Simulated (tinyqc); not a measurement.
Koster-Slater impurity in a tight-binding band, by Green functions and by supercells: one step, computed by the program tinyqc. Command: `OMP_NUM_THREADS=1 python tinyqc.py 3022071 3022072 out.jsonl kosterslater walk`. One thread of a shared host (Intel(R) Xeon(R) Processor @ 2.30GHz), about 0.04 s of CPU time with the checks.

One orbital per site, e(k) = -2 t sum cos(k_i) over 2 direction(s), band from -4 t to 4 t, lattice constant 1. One site has the extra energy U. Spin is left out.

Question. The level in the supercell. In a periodic cell of N sites along each direction with Bloch vector K, the level solves 1/U = N^-d sum_k 1/(E - e(k)), k_i = (2 pi m_i + K_i)/N, m_i = 0..N-1; the outermost root on the side of U is taken (bisection). d is the number of directions. Gamma means K_i = 0, the zone corner K_i = pi, the quarter point K_i = pi/2. The error is measured against the isolated level E_b.

Inputs (values chosen for the exercise, for a model band): hopping t = 1.9 eV; impurity potential U = -11 eV; supercell edge N = 4 sites.

Lattice: square.

level E_b = -12.34702 eV

Give: level at Gamma; level at the corner; level at the quarter point; error at Gamma; width between Gamma and the corner.

Answer.

level at Gamma = -12.40 eV

level at the corner = -12.30 eV

level at the quarter point = -12.35 eV

error at Gamma = -0.05096 eV

width between Gamma and the corner = 0.09988 eV

Images turn the level into a band 0.0999 eV wide; the quarter point misses the isolated level by 1.0e-4 eV, far less than Gamma, because the leading hopping between images averages out there.
